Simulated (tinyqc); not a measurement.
# Fully depleted semiconductor-on-insulator film with two gates, non-linear Poisson equation by Newton steps: effects of single changes

One dimension across the film, front interface at x = 0, back interface at x = ts. psi is counted from the intrinsic level, n = ni exp(psi/Vt) (source grounded), holes neglected, acceptors ionised. Gates act through Cox = eps0 eox/tox and Cbox = 3.9 eps0/tb with potentials G1 = Vg - (phiM - chi - Vt ln(Nc/ni)) and G2 = Vb - (phiB - chi - Vt ln(Nc/ni)). Classical Boltzmann densities, no interface charge, no depletion in the back plane.

Parameters, values chosen for the exercise; band and dielectric values close to those of silicon:
- T = 400 K (temperature)
- Eg = 1.12 eV (band gap)
- eps_r = 11.7 (relative permittivity)
- Nc = 4.31e19 cm^-3 (conduction-band density of states at T)
- Nv = 4.13e19 cm^-3 (valence-band density of states at T)
- chi = 4.12 eV (electron affinity)
- eox = 8.96 (relative permittivity of the gate insulator (close to aluminium oxide))
- tox = 9 nm (insulator thickness)
- ts = 9.7 nm (film thickness)
- tb = 28 nm (buried-oxide thickness (eps_r 3.9))
- Na = 1e15 cm^-3 (acceptor density of the film)
- phiM = 4.55 eV (work function of the front gate)
- phiB = 4.62 eV (work function of the back plane)
- Vb = 0.7 V (back-gate voltage)

Constants: q = 1.602176634e-19 C, kB = 1.380649e-23 J/K, Vt = kB T/q, eps0 = 8.8541878128e-14 F/cm where lengths are in cm. Results are converted to the units shown.

Each table varies one quantity; the others keep the values above.

## Charge against front-gate voltage

ni = sqrt(Nc Nv) exp(-Eg/(2 Vt)), Eg in volts. The Poisson equation eps0 eps_r d2psi/dx2 = q (n + Na), with -eps0 eps_r dpsi/dx = Cox (G1 - psi) at x = 0 and eps0 eps_r dpsi/dx = Cbox (G2 - psi) at x = ts, is solved on 300 equal intervals with half boxes at both ends; N_inv is the trapezoid sum of n. Swing = ln 10/(d ln N_inv/dVg); the last column is (dN_inv/dVb)/(dN_inv/dVg).

Results:
```
Vg (V)	psi front (V)	psi back (V)	N_inv (cm^-2)	centroid/ts	swing (mV/decade)	q dN_inv/dVg over Cox	back/front leverage
-0.23	-0.00357	0.0755	1.26e7	0.676	96.1	5.49e-5	0.210
0.07	0.261	0.311	1.56e10	0.618	104	0.0626	0.202
0.22	0.366	0.391	2.01e11	0.562	203	0.415	0.192
0.37	0.429	0.421	6.55e11	0.480	420	0.652	0.176
0.52	0.470	0.433	1.25e12	0.404	680	0.766	0.164
0.67	0.499	0.438	1.91e12	0.344	961	0.830	0.156
0.82	0.521	0.441	2.61e12	0.299	1.26e3	0.869	0.151
0.97	0.539	0.443	3.34e12	0.264	1.56e3	0.894	0.148
```

Estimate the missing row, Vg = -0.08 V.

Computed row:
```
Vg (V)	psi front (V)	psi back (V)	N_inv (cm^-2)	centroid/ts	swing (mV/decade)	q dN_inv/dVg over Cox	back/front leverage
-0.08	0.130	0.195	4.61e8	0.649	96.0	0.00201	0.206
```

With this row back in the table: N_inv passes 1e11 cm^-2 at Vg = 0.167 V. The swing starts at 96.1 mV a decade, against (1 + k) Vt ln 10 = 89.3 for a front channel with k = Cs Cbox/(Cox (Cs + Cbox)) = 0.125, Cs = eps0 eps_r/ts; above threshold this column is no longer a subthreshold swing. The centroid falls from 0.676 to 0.264 of ts and the leverage of the back gate falls from 0.210 to 0.148. For Vg = 0.82, 0.97 the density at an interface exceeds 0.3 Nc, where Boltzmann statistics fail. For Vg = 0.82, 0.97 the classical centroid lies within 3 nm of an interface, where confinement, left out, would push it away.

## Threshold and coupling against the film thickness

VT is the Vg for N_inv = 1e11 cm^-2; -dVT/dVb from the linearised equation. Limits with Cs = eps0 eps_r/ts: front channel Cs Cbox/(Cox (Cs + Cbox)), back channel Cbox (Cox + Cs)/(Cox Cs). Swing at N_inv = 1e8 cm^-2.

Result of one run:
```
ts (nm)	VT (V)	centroid/ts at VT	-dVT/dVb	front-channel limit	back-channel limit	swing (mV/decade)
7.7	0.180	0.569	0.184	0.128	0.232	94.6
```

What becomes of these results when the film thickness ts is changed from 7.7 to 4 nm, all else the same?

Result of the changed run:
```
ts (nm)	VT (V)	centroid/ts at VT	-dVT/dVb	front-channel limit	back-channel limit	swing (mV/decade)
4	0.212	0.535	0.161	0.134	0.188	92.4
```

The whole series:
```
ts (nm)	VT (V)	centroid/ts at VT	-dVT/dVb	front-channel limit	back-channel limit	swing (mV/decade)
4	0.212	0.535	0.161	0.134	0.188	92.4
5.6	0.196	0.549	0.171	0.131	0.207	93.3
7.7	0.180	0.569	0.184	0.128	0.232	94.6
11	0.160	0.598	0.205	0.124	0.271	96.9
15	0.140	0.631	0.233	0.119	0.318	99.9
21	0.114	0.676	0.278	0.112	0.390	105
29	0.0845	0.727	0.345	0.104	0.485	112
40	0.0466	0.780	0.445	0.0948	0.616	122
```

As ts goes from 4 to 40, VT falls from 0.212 to 0.0466 V, the centroid rises from 0.535 to 0.780 of ts and -dVT/dVb rises from 0.161 to 0.445. The coupling covers 51.7 % of the way from the front-channel to the back-channel limit in the first row and 67.2 % in the last. For ts = 4, 5.6, 7.7 the film is thin enough for confinement to raise VT, which is left out.

Computed by the program tinyqc: `OMP_NUM_THREADS=1 python tinyqc.py 2190094 2190095 out.jsonl`, one thread of a shared Intel Xeon 2.30GHz, about 0.3 s for the whole run.
